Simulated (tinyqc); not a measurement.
Inside a calculation: Landau levels of massive Dirac electrons in two valleys. Values are carried at full precision from step to step, so a last printed digit may differ when a step is redone from the rounded ones.

In a field B along z: l = 1/sqrt((e/hbar) B) is the magnetic length, n_B = B/(h/e) the number of states per area in one level, hbar wc = 2 muB B/m for mass m in m0; 1/angstrom^2 = 1e16/cm^2.

Constants: e/hbar = 1.519267448e-05 1/(T angstrom^2); h/e = 413566.7697 T angstrom^2; muB = 5.788381798e-05 eV/T; e^2/h = 3.874045865e-05 S.

Parameters, chosen for this exercise (near those of a MoS2 monolayer; the results hold for these values, not for the real material):
```
symbol  value  unit         meaning
B       4.8    T            magnetic field
n       9.1    x 1e11/cm^2  electron sheet density
hv      3.44   eV angstrom  hbar v
D       1.71   eV           gap
```

## Scales set by the field

Give l, n_B and the filling factor nu = n/n_B.

l = 117.10 angstrom
n_B = 1.1606 x 1e11/cm^2
nu = 7.841

## The lowest levels

H = hv (tau kx sx + ky sy) + (D/2) sz. Conduction levels E_N = sqrt(D^2/4 + 2N hv^2/l^2) - D/2 from the band edge; N = 1, 2, ... occur in both valleys, N = 0 in one valley only (its partner in the other valley lies at the valence edge). Each state is twofold in spin; spin splittings are left out, although in real dichalcogenides the spin-orbit splitting exceeds the level spacing and changes the filling sequence.

List the eight lowest, in meV, with the gap to the next.

Levels:
```
label  E (meV)  gap above (meV)
0        0.000            1.009
1        1.009            1.008
2        2.016            1.006
3        3.023            1.005
4        4.028            1.004
5        5.032            1.003
6        6.035            1.002
7        7.036            1.000
```

The largest of these gaps, 1.01 meV, first occurs above level 0 and is kB T at 12 K.

## Where EF lies

Level 0 takes 2 n_B electrons and each higher level 4 n_B. At zero temperature and without broadening EF sits in the partly filled level.

Fill the listed levels in order up to nu; give the partly filled level, its energy and its filled share.

level: 2

EF = 2.016 meV
filled share = 0.460

## Fields of the Hall plateaus

A plateau is centred where nu = n/n_B equals 2, 6, 10, 14, 18, 22; there rho_xy = h/(nu e^2).

Plateaus:
```
nu   B (T)  1/B (1/T)  rho_xy (kohm)
2   18.817     0.0531        12.9064
6    6.272     0.1594         4.3021
10   3.763     0.2657         2.5813
14   2.688     0.3720         1.8438
18   2.091     0.4783         1.4340
22   1.711     0.5846         1.1733
```

## Checks

- Level 2 from the matrix in 40 oscillator states against the formula, meV: both 2.016.

(tinyqc, `OMP_NUM_THREADS=1 python tinyqc.py 1281933 1281934 out.jsonl`, Intel(R) Xeon(R) Processor @ 2.30GHz, 1 thread, shared host, about 0.01 s.)
